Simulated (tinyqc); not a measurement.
ESD clamp with bipolar snapback, compact model and design window: one step of the calculation.

The drain junction multiplies the current that enters it: Igen = (M - 1)(Ic + I0), M = 1/(1 - (Vj/BV)^n). The generated holes leave through the substrate resistance and the base of the parasitic npn: Igen = Vb/Rb + Ic/be, Ic = Is exp(Vb/Vt). Terminal current I = Ic + I0 + Igen and voltage V = Vj + I Ro, per width. Isothermal, constant gain.

Task. The snapback curve. For given Vb: Ic, Igen, M = 1 + Igen/(Ic + I0), Vj = BV (1 - 1/M)^(1/n), I and V.

Parameters, values chosen for the exercise; values close to those of grounded-gate n-channel clamps:
- T = 300 K (temperature)
- BV = 8.4 V (junction breakdown voltage)
- n = 3.1 (exponent of the multiplication)
- be = 8.6 (current gain of the parasitic npn)
- Is = 4.8e-17 A/um (saturation current)
- I0 = 7.1e-11 A/um (junction leakage)
- Rb = 15000 ohm um (substrate resistance)
- Ro = 450 ohm um (drain ballast and contact resistance)

Constants: q = 1.602176634e-19 C, kB = 1.380649e-23 J/K, Vt = kB T/q. Results are converted to the units shown.

Vb, point 0 to 8 (V): 0.05  0.3  0.435  0.495  0.545  0.662  0.768  0.788  0.818

Find: Ic; M; Vj; I; V.

Result.

```
point	Ic (uA/um)	M	Vj (V)	I (uA/um)	V (V)
0	3.321e-10	4.695e4	8.400	3.333	8.401
1	5.260e-6	2.623e5	8.400	20.00	8.409
2	9.748e-4	2.773e4	8.400	29.00	8.413
3	0.009928	3301	8.399	33.01	8.414
4	0.06868	529.6	8.395	36.41	8.411
5	6.344	8.073	8.049	51.21	8.072
6	382.9	1.250	4.998	478.6	5.213
7	830.0	1.180	4.577	979.0	5.018
8	2649	1.137	4.243	3011	5.598
```

V peaks at Vt1 = 8.414 V and falls to Vh = 5.017 V: once the npn supplies current, a small M feeds the base. At high current M tends to 1 + 1/be and Vj to BV (1 + be)^(-1/n) = 4.050 V.

Numbers from tinyqc (`OMP_NUM_THREADS=1 python tinyqc.py 2670006 2670007 out.jsonl`; about 0.01 s on one thread of a shared Intel Xeon 2.30GHz).
